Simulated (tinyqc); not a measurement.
Shape against the ratio gamma(100)/gamma(111): equilibrium crystal shape, supported particles, Gibbs-Thomson effect and coarsening. Computed by tinyqc, a small Python program. Command: `OMP_NUM_THREADS=1 python tinyqc.py 3018956 3018957 out.jsonl wulff walk`. One thread of a shared host (Intel(R) Xeon(R) Processor @ 2.30GHz), about 0.04 s of CPU time with the checks.

A cubic crystal bounded by {100}, {110} and {111} facets only.

Inputs (values chosen for the exercise, modelled on nickel): atomic volume Omega = 10.94 angstrom^3.

Surface energies: given.

surface energies gamma(100), gamma(110), gamma(111) (J/m^2): 2.4  2.46  2.08

Method:
- The energies and Omega are given.
- Wulff construction: the facet planes lie at distances lambda gamma from the centre, and the shape is the region inside all of them; V = (1/3) sum of area x distance. gamma_mean = sum A gamma / sum A; shape factor eta = A/V^(2/3) (4.836 for a sphere).
- gamma(110)/gamma(111) is held at the value of this crystal.

gamma (J/m^2): (100) 2.40, (110) 2.46, (111) 2.08

Area fractions:
```
gamma(100)/gamma(111)   {100}    {110}    {111}     eta
0.550                  1.0000  0.00000  0.00000  6.0000
0.692                  0.9248  0.00000  0.07524  5.7657
0.831                  0.7058  0.00000  0.29419  5.4087
0.981                  0.4261  0.03724  0.53666  5.2115
1.150                  0.2273  0.07232  0.70039  5.2378
1.290                  0.1212  0.09824  0.78055  5.3287
1.500                  0.0285  0.13603  0.83548  5.4758
1.750                  0.0000  0.16297  0.83703  5.5349
```

What follows from these numbers?

{100} holds 100 % of the area in the first row and 0 % in the last; without {110} the limits are a cube below 1/sqrt(3) = 0.577 and an octahedron above sqrt(3) = 1.732. The roundest shape among these rows (eta = 5.212) is at the ratio 0.981; {110} shows in 5 rows.
